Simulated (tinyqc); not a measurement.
Electroplating on a thin resistive seed layer: kinetics, Wagner number and the terminal effect across a wafer: one step, computed by the program tinyqc.

Current enters the seed at the rim. The bath is treated as a local resistance per area (no lateral flow in the liquid), two electrons per ion, molar volume 7.11 cm^3/mol, Faraday constant F = e N_A, kinematic viscosity 0.01 cm^2/s, omega = 2 pi x rpm/60; k_B T/e is in volts.

Question. Rate, limit and resistances. Growth rate = i V_m/(2 F). Levich limit i_L = 0.62 x 2 F D^(2/3) omega^(1/2) nu^(-1/6) c. Tafel overpotential eta = (k_B T/(alpha e)) ln(i/i_0); kinetic resistance k_B T/(alpha e i); bath resistance h/kappa + plate; R_s = resistivity/t; Wagner number = kinetic resistance x kappa/R.

Inputs (values chosen for the exercise, of the order of those for copper plating from an acid sulfate bath):

| quantity | value | unit |
|---|---|---|
| wafer radius R | 10 | cm |
| seed thickness t | 94 | nm |
| seed resistivity | 17 | microohm cm |
| bath conductivity kappa | 0.22 | S/cm |
| gap to the anode h | 4.3 | cm |
| extra resistance of a porous plate | 0 | ohm cm^2 |
| exchange current density i_0 | 0.11 | mA/cm^2 |
| cathodic transfer coefficient alpha | 0.75 | - |
| mean current density | 20 | mA/cm^2 |
| diffusivity of the metal ion | 5.8e-06 | cm^2/s |
| metal ion concentration | 0.82 | mol/L |
| rotation rate | 100 | rpm |
| temperature T | 298 | K |

Constants: e = 1.602176634e-19 C; N_A = 6.02214076e+23 1/mol; k_B = 8.617333262e-05 eV/K.

Give: growth rate; limiting current i_L; overpotential; kinetic resistance; bath resistance R_b; sheet resistance R_s; Wagner number.

Answer.

growth rate = 442.1 nm/min

limiting current i_L = 220.8 mA/cm^2

overpotential = 178.1 mV

kinetic resistance = 1.712 ohm cm^2

bath resistance R_b = 19.55 ohm cm^2

sheet resistance R_s = 1.809 ohm/square

Wagner number = 0.03766
